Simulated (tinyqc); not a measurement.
# Cell-based percolation model of oxide breakdown: what changes with what

The oxide, of thickness n a, is cut into cubic cells. A cell is defective with the chance l = 1 - exp(-a^3 N), N = N1 (t/1 s)^al. A column of n defective cells breaks the oxide down, and the area holds M = A/a^2 independent columns: 1 - F = (1 - l^n)^M.

Inputs (values chosen for the exercise):
- a = 0.9 nm (edge of a cell)
- n = 5 (cells across the oxide)
- A = 130 um^2 (area)
- al = 0.49 (exponent of defect growth)
- N1 = 2e18 cm^-3 (defect density after 1 s)

Each table varies one quantity; the others keep the values above.

## Effect of the thickness

At F = 1 - 1/e: l_c = (1 - exp(-1/M))^(1/n), N_bd = -ln(1 - l_c)/a^3, t63 = (N_bd/N1)^(1/al). W = ln(-ln(1 - F)); for small l, W = ln M + n ln(a^3 N), so the Weibull slope is n al.

Effect of the thickness:

| n | l_c | N_bd (cm^-3) | t63 (s) | slope at t63 |
|---|---|---|---|---|
| 1 | 6.231e-9 | 8.547e12 | 1.103e-11 | 0.4900 |
| 2 | 7.894e-5 | 1.083e17 | 0.002602 | 0.9800 |
| 3 | 0.001840 | 2.527e18 | 1.611 | 1.469 |
| 4 | 0.008885 | 1.224e19 | 40.34 | 1.951 |
| 5 | 0.02285 | 3.171e19 | 281.4 | 2.422 |
| 6 | 0.04290 | 6.014e19 | 1039 | 2.876 |
| 7 | 0.06727 | 9.552e19 | 2671 | 3.312 |
| 8 | 0.09426 | 1.358e20 | 5477 | 3.729 |
| 9 | 0.1225 | 1.793e20 | 9658 | 4.128 |

N_bd rises from 8.55e12 to 1.79e20 cm^-3 and the slope rises from 0.490 to 4.13, against n al = 0.490 to 4.41. A thin oxide needs few defects in a row, so it breaks at a lower density and with a wider spread; at n = 1 one defect suffices. For n = 1 t63 is under a microsecond, a formal extension of the power law of defect growth.

## Effect of the area

Same model as above.

Results:

| A (um^2) | l_c | N_bd (cm^-3) | t63 (s) | slope at t63 |
|---|---|---|---|---|
| 0.0014 | 0.2251 | 3.499e20 | 3.779e4 | 2.151 |
| 0.38 | 0.07341 | 1.046e20 | 3214 | 2.358 |
| 6.4 | 0.04173 | 5.847e19 | 981.0 | 2.398 |
| 110 | 0.02363 | 3.280e19 | 301.5 | 2.421 |
| 1800 | 0.01351 | 1.866e19 | 95.34 | 2.433 |
| 31000 | 0.007646 | 1.053e19 | 29.66 | 2.441 |
| 5.1e5 | 0.004367 | 6.004e18 | 9.424 | 2.445 |
| 8.6e6 | 0.002482 | 3.409e18 | 2.969 | 2.447 |

Estimate the missing row, A = 0.023 um^2.

Computed row:

| A (um^2) | l_c | N_bd (cm^-3) | t63 (s) | slope at t63 |
|---|---|---|---|---|
| 0.023 | 0.1286 | 1.889e20 | 1.074e4 | 2.285 |

With this row back in the table: t63 falls from 37800 to 2.97 s, as A^(-0.45) between the first two rows and A^(-0.41) between the last two, against -1/(n al) = -0.41; the slope at t63 rises from 2.15 to 2.45, nearer to n al where l_c is small.

Computed by the program tinyqc: `OMP_NUM_THREADS=1 python tinyqc.py 2070008 2070009 out.jsonl`, one thread of a shared Intel Xeon 2.30GHz, about 0.01 s for the whole run.
